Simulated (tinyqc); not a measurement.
Hexagonal on-chip spiral inductor, lumped pi model: two steps of the calculation.

Outer diameter do = di + 2 n wd + 2 (n - 1) sp, mean da = (do + di)/2, fill p = (do - di)/(do + di), length l = 3.464 n da. L = 2.33 mu0 n^2 da/(1 + 3.82 p), mu0 = 4 pi 1e-7 H/m. Rs = rho l/(wd delta (1 - exp(-th/delta))), delta = sqrt(rho/(pi f mu0)). Cs = n wd^2 eps0 eo/hu across the coil. At each end Cox = l wd eps0 eo/(2 ho) leads to the substrate branch Rsi = 2 rs he/(l wd) in parallel with Csi = l wd eps0 11.7/(2 he). With one end grounded Y = 1/(Rs + i w L) + i w Cs + 1/[1/(i w Cox) + 1/(1/Rsi + i w Csi)], w = 2 pi f; Q = -Im Y/Re Y. Eddy currents in neighbouring turns and in the substrate are left out.

Values chosen for this exercise; values of the order met in silicon radio-frequency processes:
```
symbol  value     unit                                     meaning
n         4.5                                      number of turns
wd          8       um                                  line width
sp          2       um                         space between turns
di         60       um                              inner diameter
th        0.9       um                             metal thickness
rho         3  uohm cm                           metal resistivity
ho        9.5       um                        oxide below the coil
hu        0.7       um            oxide between coil and underpass
eo          3                   relative permittivity of the oxide
rs         10   ohm cm                       substrate resistivity
he         50       um  effective spreading depth in the substrate
f         3.3      GHz                                   frequency
```

Constants: eps0 = 8.8541878128e-12 F/m. Results are converted to the units shown.

Task 1. Geometry and model elements. do, l, L, delta, Rs, Cs, Cox, Rsi and Csi as defined.

Find: do; l; L; delta; Rs; Cs; Cox; Rsi; Csi.

Result 1.

do = 146.0 um
l = 1606 um
L = 2.354 nH
delta = 1.517 um
Rs = 8.869 ohm
Cs = 10.93 fF
Cox = 17.96 fF
Rsi = 778.5 ohm
Csi = 13.31 fF

Task 2. Admittance, quality factor and apparent inductance. Series branch 1/(Rs + i w L), substrate branch, total Y, Q = -Im Y/Re Y, apparent inductance Im(1/Y)/w, metal-only value w L/Rs, share of the loss in the substrate Re(substrate branch)/Re Y.

L = 2.3535926 nH
Rs = 8.8686406 ohm
Cs = 10.928598 fF
Cox = 17.957009 fF
Rsi = 778.54262 ohm
Csi = 13.306143 fF

Give: series branch; substrate branch; Y; Q; apparent inductance; w L/Rs; share of the loss in the substrate.

Result 2.

series branch = 3.605-19.836i mS
substrate branch = 0.08602+0.32892i mS
Y = 3.691-19.281i mS
Q = 5.2239
apparent inductance = 2.4130 nH
w L/Rs = 5.5026
share of the loss in the substrate = 2.3306 %

Q is 94.9 % of the metal-only value.

Numbers from tinyqc (`OMP_NUM_THREADS=1 python tinyqc.py 2302176 2302177 out.jsonl`; about 0.01 s on one thread of a shared Intel Xeon 2.30GHz).
